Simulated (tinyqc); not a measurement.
Two coupled magnetic layers: synthetic antiferromagnet, spin flop, exchange bias and magnetoresistance. Inputs raised by 2 %, one at a time. Computed by tinyqc, a small Python program. Command: `OMP_NUM_THREADS=1 python tinyqc.py 3018001 3018002 out.jsonl saf sens`. One thread of a shared host (Intel(R) Xeon(R) Processor @ 2.30GHz), about 1 s of CPU time with the checks.

Moments lie in the plane at the angles p1, p2 from the field. Energy per area: E = J1 cos(p1 - p2) + J2 cos^2(p1 - p2) - B M_s (t1 cos p1 + t2 cos p2) + K (t1 sin^2 p1 + t2 sin^2 p2).

Inputs (values chosen for the exercise, for a model stack):
```
quantity                         value    unit
saturation magnetisation M_s      1430    kA/m
thickness t1                       3.6      nm
thickness t2                       3.6      nm
antiferromagnetic coupling J1     0.84  mJ/m^2
biquadratic coupling J2              0  mJ/m^2
in-plane anisotropy K               14  kJ/m^3
field over the saturation field   0.44       -
```

Field direction: along the easy axis.

Method:
- The parallel state is stable while the Hessian at p1 = p2 = 0 is positive: with c = J1 + 2 J2 and u = B M_s + 2K, (u t1 - c)(u t2 - c) > c^2, so B_sat M_s = c (1/t1 + 1/t2) - 2K. B_K = 2K/M_s.
- With p1 = 0, p2 = 180 degrees and c2 = J1 - 2 J2 the Hessian is [[c2 + t1 (2K + b), -c2], [-c2, c2 + t2 (2K - b)]], b = B M_s; its determinant vanishes at the positive root of t1 t2 b^2 - c2 (t1 - t2) b - [2K c2 (t1 + t2) + 4 K^2 t1 t2] = 0.
- The lowest minimum of E over both angles (from five starts; of two mirror images the one with p1 >= 0, and for equal layers |p1| <= |p2|).

Runs; columns: (1) input moved; (2) from; (3) to; (4) saturation field B_sat (mT); (5) stability limit B_sf of the antiparallel state (mT); (6) m/m_sat along B; (7) energy (mJ/m^2):
```
(1)                                      (2)     (3)    (4)    (5)     (6)     (7)
base run                                   -       -  306.8  82.30  0.4400  -1.045
saturation magnetisation M_s (kA/m)     1430  1458.6  300.7  80.69  0.4400  -1.045
thickness t1 (nm)                        3.6   3.672  303.6  83.53  0.4399  -1.044
thickness t2 (nm)                        3.6   3.672  303.6  80.33  0.4399  -1.044
antiferromagnetic coupling J1 (mJ/m^2)  0.84  0.8568  313.3  83.07  0.4400  -1.068
in-plane anisotropy K (kJ/m^3)            14   14.28  306.4  83.17  0.4400  -1.043
field over the saturation field         0.44  0.4488  306.8  82.30  0.4488  -1.057
```

Exponents ln(y'/y) / ln(x'/x):
```
input                            saturation field B_sat  stability limit B_sf of the antiparallel state  m/m_sat along B  energy
saturation magnetisation M_s                     -1.000                                          -1.000            0.000   0.000
thickness t1                                     -0.529                                           0.751           -0.014  -0.046
thickness t2                                     -0.529                                          -1.221           -0.014  -0.046
antiferromagnetic coupling J1                     1.063                                           0.472            0.000   1.114
in-plane anisotropy K                            -0.065                                           0.529            0.000  -0.116
field over the saturation field                   0.000                                           0.000            1.000   0.593
```

Which inputs matter most for each result?

Among the inputs moved here: saturation field B_sat answers most in size to antiferromagnetic coupling J1 (exponent +1.063), next to saturation magnetisation M_s (-1.000); its exponent is below 0.0005 for field over the saturation field. Its exponent -1.000 in saturation magnetisation M_s: energy per area over moment per area. Stability limit B_sf of the antiparallel state answers most in size to thickness t2 (exponent -1.221), next to saturation magnetisation M_s (-1.000); its exponent is below 0.0005 for field over the saturation field. Its exponent +0.472 in antiferromagnetic coupling J1: the geometric mean of coupling and anisotropy. Its exponent +0.529 in in-plane anisotropy K: the geometric mean of coupling and anisotropy. m/m_sat along B answers most in size to field over the saturation field (exponent +1.000), next to thickness t1 (-0.014); its exponent is below 0.0005 for saturation magnetisation M_s, antiferromagnetic coupling J1, in-plane anisotropy K. energy answers most in size to antiferromagnetic coupling J1 (exponent +1.114), next to field over the saturation field (+0.593); its exponent is below 0.0005 for saturation magnetisation M_s.
